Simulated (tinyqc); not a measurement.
Carrier lifetime from Shockley-Read-Hall, radiative, Auger and surface recombination: one step, computed by the program tinyqc. Command: `OMP_NUM_THREADS=1 python tinyqc.py 3002013 3002014 out.jsonl lifetime walk`. One thread of a shared host (Intel(R) Xeon(R) Processor @ 2.30GHz), about 0.03 s of CPU time with the checks.

Energies are counted from the top of the valence band. Boltzmann statistics, full ionisation, and equal excess densities of electrons and holes.

Task: Steady state under generation. With n = n_0 + dn, p = p_0 + dn and U/dn = 1/tau: (n p - n_i^2)/dn = n_0 + p_0 + dn = s; 1/tau_SRH = s/[tau_p0 (n + n1) + tau_n0 (p + p1)]; 1/tau_rad = B s; 1/tau_Aug = (C_n n + C_p p) s; the rates add, with 1/tau_s. dn solves dn/tau_eff(dn) = G (60 bisections in ln dn between 1e-2 and 1e22 cm^-3); the splitting of the quasi-Fermi levels is k_B T ln(n p/n_i^2).

Inputs (values chosen for the exercise, with bands modelled on ZnO):
```
quantity                   value        unit
temperature T                400           K
radiative coefficient B  2.5e-11      cm^3/s
Auger coefficient C_n    1.3e-31      cm^6/s
Auger coefficient C_p    1.5e-30      cm^6/s
generation rate G        2.8e+22  cm^-3 s^-1
```

Doping: n-type. Surface term: two equal surfaces.

n_0 = 1.30e+15 cm^-3

p_0 = 4.868862e-21 cm^-3

tau_p0 = 0.009625225 s

n1 = 3029.828 cm^-3

tau_n0 = 0.006140211 s

p1 = 2.089069e-09 cm^-3

tau_s = 1.118778e-05 s

n_i = 0.002515854 cm^-3

Constants: k_B = 8.617333262e-05 eV/K.

Give: steady excess density; lifetime in the steady state; quasi-Fermi splitting under G.

Result:

steady excess density = 3.109e+16 cm^-3

lifetime in the steady state = 1.110e-06 s

quasi-Fermi splitting under G = 3.032 eV
